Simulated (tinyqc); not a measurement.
Three-phonon processes in a diatomic chain: dispersion, energy and momentum conservation, and decay channels of optical phonons: one step, computed by the program tinyqc. Command: `OMP_NUM_THREADS=1 python tinyqc.py 3121417 3121418 out.jsonl threeph walk`. One thread of a shared host (Intel(R) Xeon(R) Processor @ 2.30GHz), about 0.05 s of CPU time with the checks.

Cell length a, two atoms, one spring constant. x = q a/pi runs from -1 to 1; A and O are the acoustic and optical branches. Matrix elements are not computed: only conservation laws and occupation factors are followed.

Problem. Dispersion. omega^2 = k (1/m + 1/M) -/+ k sqrt((1/m + 1/M)^2 - 4 sin^2(pi x/2)/(m M)); nu = 15.6333042 THz x sqrt(omega^2) for eV/(angstrom^2 u).

Inputs (values chosen for the exercise, for a model chain): light mass m = 12 u; heavy mass M = 22.4 u; spring constant k = 11 eV/angstrom^2.

Constants: nu for 1 eV/(angstrom^2 u) = 15.6333042 THz.

Give: the table «Branches» with the columns nu_A (THz), nu_O (THz), for x = 0.10, 0.20, 0.35, 0.50, 0.65, 0.80, 0.90, 1.00.

Solution.

Branches:

| x | nu_A (THz) | nu_O (THz) |
|---|---|---|
| 0.10 | 1.961 | 26.158 |
| 0.20 | 3.907 | 25.939 |
| 0.35 | 6.761 | 25.346 |
| 0.50 | 9.481 | 24.458 |
| 0.65 | 11.983 | 23.335 |
| 0.80 | 14.101 | 22.120 |
| 0.90 | 15.102 | 21.448 |
| 1.00 | 15.493 | 21.168 |
